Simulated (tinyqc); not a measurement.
# Worked calculation: tunnelling through a gate dielectric with the two-band (Franz) dispersion, WKB transmission and Tsu-Esaki current

Numbers from tinyqc (`OMP_NUM_THREADS=1 python tinyqc.py 2540008 2540009 out.jsonl`; about 0.03 s on one thread of a shared Intel Xeon 2.30GHz). Printed values are rounded.

Electrons leave the emitter at x = 0. Energies E (motion across the layers) are in eV from the emitter Fermi level; the collector Fermi level lies at -V and offers states at every E. No charge in the dielectric and no image force: F1 = V/t1, U = phi1 - F1 x. With C = hbar^2/(2 m0), kappa = sqrt(m u (1 - u/Egx)/C), u = U - E where U > E and 0 elsewhere; T(E) = exp(-S), S = 2 times the integral of kappa over x.

Values chosen for this exercise; dielectric values close to those of silicon dioxide: temperature T = 300 K; Fermi energy of the emitter above its band bottom Ef = 0.5 eV; emitter mass in the supply function me = 1 m0; barrier of layer 1 above the emitter Fermi level at zero bias phi1 = 3.1 eV; tunnelling mass of layer 1 m1 = 0.48 m0; thickness of layer 1 t1 = 1.4 nm; gap parameter of the two-band dispersion, set freely Egx = 7.6 eV; voltage across the dielectric V = 0.9 V; energy of the electron followed E = 0 eV; cells in each layer nc = 9; lower end of the energy grid Ea = -0.5 eV; upper end of the energy grid Eb = 0.24 eV; points of the energy grid nE = 13.

Constants: q = 1.602176634e-19 C, kB = 1.380649e-23 J/K, hbar = 1.054571817e-34 J s, m0 = 9.1093837015e-31 kg, Vt = kB T/q, hbar^2/(2 m0) = 0.0380998212 eV nm^2. Results are converted to the units shown.

## Fields and band edges

F1 = V/t1, U = phi1 - F1 x.

F1 = 6.42857 MV/cm
U at x = t1 = 2.2 eV

## WKB exponent by the midpoint rule

Cut each layer into nc equal cells, take U and kappa at the cell centres, and sum S = 2 sum kappa h.

```
cell	x (nm)	U (eV)	kappa (1/nm)
0	0.07778	3.05000	4.79632
1	0.23333	2.95000	4.76859
2	0.38889	2.85000	4.73720
3	0.54444	2.75000	4.70208
4	0.70000	2.65000	4.66313
5	0.85556	2.55000	4.62028
6	1.01111	2.45000	4.57340
7	1.16667	2.35000	4.52237
8	1.32222	2.25000	4.46705
```

S = 13.0201
T(E) = 2.21529e-6

## WKB exponent in closed form

Each layer adds (2/F) sqrt(m/C) [G(u at its left edge) - G(u at its right edge)] to S, with u = U - E (0 where negative) and G(u) = Egx^1.5 (th - sin(4 th)/4)/4, th = arcsin sqrt(u/Egx). The slope follows from 1/d = -dS/dE.

S = 13.0197
T(E) = 2.21632e-6
energy d over which T(E) grows by a factor e = 0.86614 eV

The midpoint rule gives S = 13.020, so its T(E) is 0.046 % below this value. The band edge stays above E through the whole stack: direct tunnelling through a trapezoid.

## Current density on a coarse energy grid

J = J0 times the integral of T(E) N(E) dE, N = ln[(1 + exp(-E/Vt))/(1 + exp((-E - V)/Vt))], J0 = q^2 me m0 kB T/(2 pi^2 hbar^3) (times 1e-4 for A/cm^2 per eV), by Simpson's rule on nE equally spaced points from Ea to Eb.

```
point	E (eV)	T(E)	N	T(E) N
0	-0.500000	1.42164e-6	19.3409	2.74957e-5
1	-0.438333	1.48083e-6	16.9555	2.51082e-5
2	-0.376667	1.54842e-6	14.5701	2.25607e-5
3	-0.315000	1.62539e-6	12.1847	1.98050e-5
4	-0.253333	1.71290e-6	9.79943	1.67854e-5
5	-0.191667	1.81229e-6	7.41460	1.34374e-5
6	-0.130000	1.92518e-6	5.03515	9.69356e-6
7	-0.068333	2.05346e-6	2.71197	5.56891e-6
8	-0.006667	2.19938e-6	0.830376	1.82631e-6
9	0.055000	2.36560e-6	0.112556	2.66263e-7
10	0.116667	2.55531e-6	0.0109073	2.78714e-8
11	0.178333	2.77229e-6	0.00100905	2.79738e-9
12	0.240000	3.02111e-6	9.29303e-5	2.80752e-10
```

J0 = 4.18366e8 A/(cm^2 eV)
J = 3319.83 A/cm^2

The integrand peaks at E = -0.500 eV among these points. A converged quadrature from -Ef to above the barrier gives 3319 A/cm^2; this grid is 0.032 % above that.
